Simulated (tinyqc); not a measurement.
Transmission against energy, and which matching rule a chain obeys: heterojunction of two tight-binding chains.

Left chain: hopping -t1, sites at 2 t1 (band bottom 0). Right chain: hopping -t2, sites at dE + 2 t2 (bottom dE). t = c/(m a^2), c = hbar^2/2m0. The bond across the interface is -tc with tc = f sqrt(t1 t2), and the last left site has the extra energy U. In a chain E = bottom + 2t (1 - cos(ka)); the surface Green function of a half chain is g = -exp(ika)/t, with Im k > 0 where cos(ka) > 1.

Constants: hbar^2/2m0 = 3.80998211 eV angstrom^2.

Inputs chosen for the exercise (masses and offset of the size met at InAs / GaSb; shifted at random, so the results belong to these values and not to a real crystal): a = 5.65 angstrom (site spacing); m1 = 0.028 m0 (mass on the left); m2 = 0.042 m0 (mass on the right); dE = 0.84 eV (band offset); f = 1 (factor on the interface hopping); U = -0.66 eV (extra energy on the last left site).

Chain A is the junction as given; chain B has tc = sqrt(t1 t2) and U = 0; chain C has tc = t2 and U = t2 - t1, the finite-difference form of -d/dx (c/m) d/dx. Continuum formulas T = 4 x y/(x + y)^2 with parabolic k: x, y = k/m on each side (BenDaniel-Duke) or x, y = k (slope continuous).

T:

| E - dE (eV) | E (eV) | chain A | chain B | chain C | k/m matched | k matched |
|---|---|---|---|---|---|---|
| 0.002 | 0.842 | 0.1668 | 0.2079 | 0.1438 | 0.1472 | 0.2126 |
| 0.005 | 0.845 | 0.2505 | 0.3082 | 0.2175 | 0.2224 | 0.3147 |
| 0.010 | 0.850 | 0.3346 | 0.4061 | 0.2927 | 0.2990 | 0.4141 |
| 0.020 | 0.860 | 0.4373 | 0.5214 | 0.3862 | 0.3939 | 0.5304 |
| 0.050 | 0.890 | 0.5949 | 0.6880 | 0.5342 | 0.5434 | 0.6975 |
| 0.100 | 0.940 | 0.7179 | 0.8074 | 0.6547 | 0.6643 | 0.8159 |
| 0.200 | 1.040 | 0.8275 | 0.9030 | 0.7674 | 0.7766 | 0.9093 |
| 0.400 | 1.240 | 0.9101 | 0.9642 | 0.8578 | 0.8658 | 0.9678 |

How do the results move, and what explains it?

Chain C follows the k/m rule within 0.0096 and chain B the plain k rule within 0.0094, while the two rules differ by up to 0.1540: in B the self-energy of the right side is -t1 exp(i k2 a), so only k2 enters, and in C it is -t2 exp(i k2 a), which carries 1/m2. Chain A, with f = 1 and U = -0.66 eV, has an interface term of its own and lies up to 0.0931 from B and 0.0632 from C.

tinyqc: `OMP_NUM_THREADS=1 python tinyqc.py 1481768 1481769 out.jsonl`; about 0.01 s, one thread, shared Intel(R) Xeon(R) Processor @ 2.30GHz.
